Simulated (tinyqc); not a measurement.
Charge neutrality of a doped semiconductor with incomplete ionisation. Changing the acceptor density N_A. Computed by tinyqc, a small Python program. Command: `OMP_NUM_THREADS=1 python tinyqc.py 3017628 3017629 out.jsonl dopant sweep`. One thread of a shared host (Intel(R) Xeon(R) Processor @ 2.30GHz), about 0.06 s of CPU time with the checks.

Energies are counted from the top of the valence band; E_D is measured down from the conduction band and E_A up from the valence band.

Inputs (values chosen for the exercise, modelled on 4H-SiC):

| quantity | value | unit |
|---|---|---|
| gap at 0 K E_g0 | 3.28 | eV |
| Varshni alpha | 0.000335 | eV/K |
| Varshni beta | 687 | K |
| electron mass m_e | 0.383 | m_0 |
| valleys M_c | 3 | - |
| hole mass m_h | 2.05 | m_0 |
| acceptor depth E_A | 0.194 | eV |
| acceptor degeneracy g_A | 4 | - |
| static dielectric constant eps_s | 9.75 | - |
| temperature T | 600 | K |
| iteration cap | 60 | - |

Doping: p-type. Statistics of the bands: Fermi-Dirac. Solver: bisection. Start of Newton steps: 0.25 eV inside the majority band.

Constants: m_0 = 9.1093837015e-31 kg; k_B = 1.380649e-23 J/K; h = 6.62607015e-34 J s; k_B = 8.617333262e-05 eV/K.

Method:
- E_g = E_g0 - alpha T^2/(T + beta).
- N_c = 2 M_c (2 pi m_e k_B T/h^2)^(3/2) and N_v = 2 (2 pi m_h k_B T/h^2)^(3/2), masses in units of m_0.
- n_i = sqrt(N_c N_v) exp(-E_g/(2 k_B T)); E_i = E_g/2 + (k_B T/2) ln(N_v/N_c).
- n = N_c F_1/2((E_F - E_g)/k_B T), p = N_v F_1/2(-E_F/k_B T).
- F_1/2(eta) = (2/sqrt(pi)) int_0^infinity sqrt(x)/(1 + exp(x - eta)) dx, by the trapezoid rule in t = sqrt(x) with step 0.02 up to t = 12 (for eta < -12 by exp(eta) - exp(2 eta)/2^(3/2)).
- N_A- = N_A/(1 + g_A exp((E_A - E_F)/k_B T)).
- Neutrality: p + N_D+ = n + N_A-; the log ratio is ln[(p + N_D+)/(n + N_A-)].
- Bisection of the log ratio between E = -0.3 and E_g + 0.3 eV; stop when |log ratio| < 1e-9.

One run for each value:

| acceptor density N_A (cm^-3) | majority density p (cm^-3) | ionised share of the acceptors | distance of E_F from the majority band edge (eV) | minority density n (cm^-3) |
|---|---|---|---|---|
| 4.90e+16 | 4.7179e+16 | 0.96283 | 0.43394 | 3.8398e-04 |
| 1.50e+17 | 1.3507e+17 | 0.90047 | 0.37955 | 1.3410e-04 |
| 4.90e+17 | 3.7492e+17 | 0.76514 | 0.32674 | 4.8292e-05 |
| 1.50e+18 | 8.7404e+17 | 0.58269 | 0.28294 | 2.0698e-05 |
| 4.90e+18 | 1.9089e+18 | 0.38958 | 0.24246 | 9.4602e-06 |
| 1.50e+19 | 3.7040e+18 | 0.24694 | 0.20803 | 4.8606e-06 |
| 4.90e+19 | 7.1122e+18 | 0.14515 | 0.17400 | 2.5168e-06 |
| 1.50e+20 | 1.2809e+19 | 0.08540 | 0.14308 | 1.3840e-06 |
| 4.90e+20 | 2.3412e+19 | 0.04778 | 0.11097 | 7.4376e-07 |

Over the rows, majority density p (cm^-3) rises from 4.72e16 to 2.34e19 (exponent d ln y / d ln x 0.94 between the first rows and 0.51 between the last); ionised share of the acceptors falls from 0.963 to 0.0478 (exponent d ln y / d ln x -0.060 between the first rows and -0.49 between the last); distance of E_F from the majority band edge (eV) falls from 0.434 to 0.111 (exponent d ln y / d ln x -0.12 between the first rows and -0.21 between the last). At the low end the exponent of majority density p is 0.94, close to 1: p is proportional to N_A, as under full ionisation and also in freeze-out with slight compensation. At the high end the exponent of majority density p is 0.51, close to 0.50: the exponent of weak ionisation without compensation, p = sqrt(p1 N_A). At the low end the exponent of minority density n is -0.94, close to -1: mass action, with a majority density proportional to N_A. The ionised share drops below one half once E_F falls below E_A + k_B T ln g_A, between 1.50e18 and 4.90e18 cm^-3.

Caution (rows 1.50e20, 4.90e20): N^(1/3) a is above 0.2 for the radius a = e^2/(8 pi eps_0 eps_s E) of the dopant: near the Mott value, 0.26, the level broadens, and above it the level has merged with the band and all dopants are ionised, so such results of a fixed depth are only formal.

Extremes, crossings and ranges named in words are read from the listed rows.
